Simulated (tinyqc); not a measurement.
Displacements against temperature: thermal displacements in the Debye model: Debye-Waller factors, bond-length spread and the Lindemann rule. Computed by tinyqc, a small Python program. Command: `OMP_NUM_THREADS=1 python tinyqc.py 3019779 3019780 out.jsonl debyewaller walk`. One thread of a shared host (Intel(R) Xeon(R) Processor @ 2.30GHz), about 0.01 s of CPU time with the checks.

A Debye spectrum with three branches of one velocity, cut at k_B Theta; 2 atoms per cube, nearest neighbours at d = 0.866025 a.

Inputs (values chosen for the exercise, modelled on iron):

| quantity | value | unit |
|---|---|---|
| atomic mass M | 55.85 | u |
| Debye temperature Theta | 450 | K |
| lattice constant a | 2.866 | angstrom |
| temperature T | 295 | K |

Structure: bcc.

reflection (h k l): 3  3  2

Constants: hbar^2/u = 4.18015928e-03 eV angstrom^2; k_B = 8.617333262e-05 eV/K.

Method:
- <u_x^2> = (3 hbar^2/(2 M k_B Theta)) int_0^1 s coth(s Theta/(2T)) ds (64 Gauss-Legendre points); it tends to 3 hbar^2/(4 M k_B Theta) at T = 0 and to 3 hbar^2 T/(M k_B Theta^2) at high T.
- B = 8 pi^2 <u_x^2>.
- G = 2 pi sqrt(h^2 + k^2 + l^2)/a; the intensity is multiplied by exp(-2W), 2W = G^2 <u_x^2>; the loss goes into thermal diffuse scattering.
- Correlated Debye model: sigma^2 = (3 hbar^2/(M k_B Theta)) int_0^1 s coth(s Theta/(2T)) [1 - sin(s q_D R)/(s q_D R)] ds for two atoms at distance R, q_D = (6 pi^2 n)^(1/3), n atoms per volume; uncorrelated motion would give 2 <u_x^2>.
- The correlation is 1 - sigma^2/(2 <u_x^2>); exp(-2W) uses 2W = G^2 <u_x^2>.

|G| = 10.2829 1/angstrom

Displacements (angstrom^2):

| T (K) | <u_x^2> | classical | sigma^2 at d | sigma^2 at 2d | exp(-2W) |
|---|---|---|---|---|---|
| 14 | 0.0014568 | 1.8014e-04 | 0.0024333 | 0.0027674 | 0.85724 |
| 45 | 0.0015428 | 5.7904e-04 | 0.0024524 | 0.0028211 | 0.84948 |
| 90 | 0.0018192 | 0.0011581 | 0.0026300 | 0.0031620 | 0.82501 |
| 160 | 0.0024796 | 0.0020588 | 0.0032670 | 0.0041472 | 0.76937 |
| 250 | 0.0034975 | 0.0032169 | 0.0043886 | 0.0057461 | 0.69086 |
| 360 | 0.0048303 | 0.0046323 | 0.0059255 | 0.0078737 | 0.60005 |
| 540 | 0.0070815 | 0.0069484 | 0.0085739 | 0.011492 | 0.47294 |
| 810 | 0.010512 | 0.010423 | 0.012648 | 0.017023 | 0.32907 |
| 990 | 0.012812 | 0.012739 | 0.015390 | 0.020737 | 0.25803 |

What does the comparison show, and why?

The classical line is within 5 % from T = 360 K (T/Theta = 0.80) on. The correlation of nearest neighbours grows from 0.16 to 0.40, since thermal motion weights long waves, which move neighbours together, more than zero-point motion does; at 2d it ends at 0.19. The reflection keeps 86 % of its intensity at the lowest T and 26 % at the highest.

Extremes, crossings and ranges named in words are read from the listed rows.
